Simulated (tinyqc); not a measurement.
Surface potential of a MOS transistor: implicit equation and explicit approximations: one step of the calculation.

p-type body, charge-sheet picture, depletion and inversion only, full ionisation (an idealisation for deep acceptors), Boltzmann statistics (rough once Na exp(x - xn) passes about Nc/7). In units of Vt: xg = (Vg - Vfb)/Vt, x = psi/Vt, G = gamma/sqrt(Vt), xn = (2 phiF + Vc)/Vt. The implicit equation is (xg - x)^2 = G^2 [x - 1 + exp(x - xn)] for x above about 3. Cox = eps0 eox/tox.

Task. Potential, charges and gate control. psi = Vt x; N_dep = Cox Vt G sqrt(x - 1)/q; N_inv = (Cox Vt G/q) [sqrt(x - 1 + exp(x - xn)) - sqrt(x - 1)]; dpsi/dVg = 1/[1 + G^2 (1 + exp(x - xn))/(2 (xg - x))].

Inputs (values chosen for the exercise); band and dielectric values close to those of silicon: temperature T = 250 K; relative permittivity of the gate insulator (close to hafnium oxide) eox = 21.9; insulator thickness tox = 36 nm; channel-body voltage Vc = 1 V.

Constants: q = 1.602176634e-19 C, kB = 1.380649e-23 J/K, Vt = kB T/q, eps0 = 8.8541878128e-14 F/cm where lengths are in cm. Results are converted to the units shown.

converged x = 82.567581
G = 1.4450294
xn = 85.885248
xg = 95.621229

Wanted: psi; N_dep; N_inv; dpsi/dVg.

Result.

psi = 1.779 V
N_dep = 9.452e11 cm^-2
N_inv = 2.099e8 cm^-2
dpsi/dVg = 0.9235

psi lies 3.3 Vt below 2 phiF + Vc.

Numbers from tinyqc (`OMP_NUM_THREADS=1 python tinyqc.py 2122121 2122122 out.jsonl`; about 0.01 s on one thread of a shared Intel Xeon 2.30GHz).
